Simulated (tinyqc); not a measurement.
Free and nearly free electrons in a metal: sweeps and comparisons. A value that a table varies takes the place of the one given here.

The cubic cell holds 4 atoms: n = 4 z/a^3, kF = (3 pi^2 n)^(1/3), EF = c kF^2/m, vF = 2 c kF/(m hbar), c = hbar^2/2m0; rs = (3/(4 pi n))^(1/3)/a0; D(EF) = 3 n/(2 EF).

Square wire of width w with grain size w: rho/rho0 = 1/(1 - 3 al/2 + 3 al^2 - 3 al^3 ln(1 + 1/al)) + (3/4) (1 - p) l/w, with al = (l/w) Rg/(1 - Rg) (Mayadas-Shatzkes plus the thick-wire form of Fuchs-Sondheimer); l = hbar kF/(n e^2 rho), e = 1.602176634e-19 C.

Constants: hbar^2/2m0 = 3.80998211 eV angstrom^2; hbar = 6.58211957e-16 eV s; a0 (Bohr radius) = 0.5291772105 angstrom.

Inputs chosen for the exercise (near those of Al; not measured data): a = 4.012 angstrom (fcc lattice constant); z = 3 (free electrons an atom); m = 1 m0 (mass); rho = 3.03 micro-ohm cm (bulk resistivity); p = 0 (specularity of the surfaces); Rg = 0.28 (reflection at grain boundaries); w = 20 nm (wire width).

## Resistivity of narrow wires

Wires:

| w (nm) | al | grain term (factor - 1) | surface term | rho (micro-ohm cm) |
|---|---|---|---|---|
| 200 | 0.025 | 0.037 | 0.048 | 3.29 |
| 100 | 0.050 | 0.074 | 0.097 | 3.55 |
| 50 | 0.100 | 0.146 | 0.193 | 4.06 |
| 30 | 0.167 | 0.241 | 0.322 | 4.73 |
| 20 | 0.250 | 0.357 | 0.483 | 5.58 |
| 14 | 0.358 | 0.506 | 0.690 | 6.65 |
| 10 | 0.501 | 0.702 | 0.966 | 8.08 |
| 7 | 0.716 | 0.994 | 1.380 | 10.22 |

l = 12.88 nm

At 7 nm the resistivity is 3.37 times the bulk value; surfaces add more (0.99 from grains, 1.38 from surfaces). It passes twice the bulk value between 20 and 14 nm. The surface formula is meant for w above l = 13 nm, so the rows below that are rough.

## What sets the wire resistivity

All results formed anew. Each row changes one parameter from the base and keeps the others.

Results:

| case | EF (eV) | l (nm) | wire rho (micro-ohm cm) |
|---|---|---|---|
| base | 11.874 | 12.88 | 5.577 |
| a = 4.132 angstrom | 11.194 | 13.66 | 5.729 |
| m = 1.2 m0 | 9.895 | 12.88 | 5.577 |
| rho = 3.636 micro-ohm cm | 11.874 | 10.73 | 6.188 |
| p = 0.3 | 11.874 | 12.88 | 5.137 |
| Rg = 0.196 | 11.874 | 12.88 | 5.180 |
| w = 14 nm | 11.874 | 12.88 | 6.654 |

The largest shifts from the base row, up to three for each result and ties (the steps differ in size, so this ranks the rows, not the parameters). EF (eV): m -1.979, a -0.680; unchanged at the printed digits by rho, p, Rg and w. l (nm): rho -2.15, a +0.78; unchanged at the printed digits by m, p, Rg and w. wire rho (micro-ohm cm): w +1.077, rho +0.611, p -0.439; unchanged at the printed digits by m. The mass drops out of l at given rho, because vF falls and tau rises by the same factor.

tinyqc: `OMP_NUM_THREADS=1 python tinyqc.py 1682569 1682570 out.jsonl`; about 0.01 s, one thread, shared Intel(R) Xeon(R) Processor @ 2.30GHz.
